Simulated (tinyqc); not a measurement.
Changing the shift of the window centre s: equation-of-state fits to an energy-volume table made by a known binding curve. Computed by tinyqc, a small Python program. Command: `OMP_NUM_THREADS=1 python tinyqc.py 3029825 3029826 out.jsonl eosfit sweep`. One thread of a shared host (Intel(R) Xeon(R) Processor @ 2.30GHz), about 0.04 s of CPU time with the checks.

With x = (V/V_0)^(1/3), the energy per atom is E = D [exp(-2 eta (x - 1)) - 2 exp(-eta (x - 1))], so that B0 = 2 D eta^2/(9 V_0) and B' = 1 + eta. B' = dB/dP at P = 0.

Inputs (values chosen for the exercise, for a model crystal):
```
quantity,value,unit
cohesive energy D,5.97,eV/atom
true volume V_0,15.5,angstrom^3/atom
stiffness eta,3.43,-
half-width of the volume window w,0.16,-
points N,9,-
compression V/V_0 for the pressure test,0.9,-
```

Binding curve: Morse. Noise: none.

Constants: 1 eV/angstrom^3 = 160.2176634 GPa.

Method:
- B0 and B' from the formulas above; P = -dE/dV at V = c V_0 (c the compression chosen), from the curve itself.
- Table: V_j = V_0 [1 + s + w (2 j/(N - 1) - 1)], j = 0..N-1, rounded to 0.001; E_j from the curve, rounded to 1e-7 eV.
- Third-order Birch-Murnaghan is a cubic in u = V^(-2/3): fit it by linear least squares, find the minimum, and take B0 = V E''(V), B' = -1 - V E'''/E'' there.
- Errors are fitted minus exact, relative; the pressure at c V_0 uses P = (3 B0/2) (x^7 - x^5) [1 + (3/4)(B' - 4)(x^2 - 1)], x = (V0/V)^(1/3) with the fitted values.

One run for each value:
```
shift of the window centre s,error of B0 (%),error of B' (%),error of that pressure (%)
-0.140,2.0205,-6.2005,0.2339
-0.096,0.7495,-4.5093,0.0702
-0.048,-0.0726,-2.5989,-0.1318
0.000,-0.3791,-0.6572,-0.1318
0.048,-0.2487,1.2793,0.2575
0.096,0.2393,3.1778,1.1813
0.140,0.9354,4.8610,2.5896
```

Over the rows, error of B0 (%) goes from 2.02 through a minimum among these rows, -0.379 at 0, to 0.935; error of B' (%) rises from -6.20 to 4.86; error of that pressure (%) goes from 0.234 through a minimum among these rows, -0.132 at 0, to 2.59. Shifting the window moves the minimum away from its centre, which changes how the neglected higher-order terms enter the fitted values.

Extremes, crossings and ranges named in words are read from the listed rows.
